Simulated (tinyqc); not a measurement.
Band-to-band tunnelling across a p-n junction in a two-band chain, step by step. Values are carried at full precision from step to step, so a last printed digit may differ when a step is redone from the rounded ones.

Sites alternate A at -Eg/2 and C at +Eg/2 with hopping -t; near the edges, with k counted from the zone boundary pi/a, E^2 = (Eg/2)^2 + (t a k)^2, so t = sqrt(c Eg/m)/a gives the mass m, c = hbar^2/2m0. In the gap cosh(q a) = 1 + (Eg^2/4 - e^2)/(2 t^2), e the energy from the local mid-gap. The potential is V0 = Eg + ov on the p side (left), 0 on the n side, and falls linearly over the 2N sites of the junction, V_j = V0 (1 - j/(2N + 1)), j = 1 to 2N, site 1 being A. E = Eg/2 + x ov. A half chain that ends on a site of level e1 with neighbour e2 has g = (1 + z)/(E - e1), z = exp(-/+ i k a) the root with Im g < 0, cos(k a) = (E - e1)(E - e2)/(2 t^2) - 1. S_L = t^2 g (ending on C, shifted by V0), S_R = t^2 g (starting on A). T = 4 Im(S_L) Im(S_R) |G_(1,2N)|^2.

Constants: hbar^2/2m0 = 3.80998211 eV angstrom^2.

Inputs chosen for the exercise (gap and mass near those of InSb; the results hold for these values, not for the real material): Eg = 0.186 eV (gap); m = 0.0144 m0 (mass of electron and light hole); a = 6 angstrom (period (two sites)); ov = 0.18 eV (overlap: top of the valence band on the p side above the conduction edge on the n side); N = 4 (periods in the small junction); x = 0.51 (energy above the n-side conduction edge, as a share of ov).

## Hopping, field and tunnelling length

Form t, V0, E, the field F = V0/((2N + 1) a/2) (1 V/angstrom = 100 MV/cm) and the length Eg/F over which E lies in the gap.

t = 1.1692 eV
V0 = 0.3660 eV
E = 0.1848 eV
F = 1.356 MV/cm
tunnelling length = 13.72 angstrom

So short a junction keeps the matrix small; its field is of the size of the 1 to 3 MV/cm of tunnel diodes.

## Self-energies of the two sides

Form cos(k a) and S for each side.

cos(k a): left -0.991154, right -0.990672

S_L, S_R (eV): -0.04410-0.66164i  0.04590-0.67054i

## Recursive Green function

g_1 = 1/(E - e_1 - S_L); g_j = 1/(E - e_j - t^2 g_(j-1)), with S_R also subtracted at the last site; G_1j = G_1(j-1) (-t) g_j, G_11 = g_1; e_j is the site level plus V_j. The self-energies stand in the order S_L, S_R.

Sweep:

| j | e_j (eV) | g_j (1/eV) | G_1j (1/eV) |
|---|---|---|---|
| 1 | 0.2323 | -0.0078-1.5113i | -0.0078-1.5113i |
| 2 | 0.3777 | -0.0423-0.4803i | 0.8483-0.0792i |
| 3 | 0.1510 | 0.2086-1.4940i | -0.0685+1.5011i |
| 4 | 0.2963 | -0.0917-0.4718i | -0.8355+0.1231i |
| 5 | 0.0697 | 0.5074-1.3612i | 0.2998-1.4027i |
| 6 | 0.2150 | -0.1816-0.4668i | 0.8291-0.1342i |
| 7 | -0.0117 | 0.7351-1.0549i | -0.5472+1.1379i |
| 8 | 0.1337 | -0.1830-0.3868i | -0.6317-0.0039i |

T = 0.7081

## WKB for the same field

T = exp(-2 I/F), I = integral of q de across the gap. Continuum: q = sqrt(Eg^2/4 - e^2)/(t a), I = pi Eg^2/(8 t a). Lattice: q from the cosh formula, 12 Gauss-Legendre points in u with e = (Eg/2) sin(u), u from -pi/2 to pi/2. F in V/angstrom is the value in MV/cm over 100.

I (eV/angstrom): continuum 0.001937, lattice 0.001936

T by WKB: continuum 0.7515, lattice 0.7515

The chain gives 0.7081, 0.942 times the lattice WKB value; the exponent is only 0.29, and reflections at the two kinks of the potential count.

## Checks

- G_(1,2N) from the sweep against inversion of the whole matrix (size): both 0.63167.

Program tinyqc; command `OMP_NUM_THREADS=1 python tinyqc.py 1450908 1450909 out.jsonl`; about 0.01 s on one thread of a shared Intel(R) Xeon(R) Processor @ 2.30GHz.
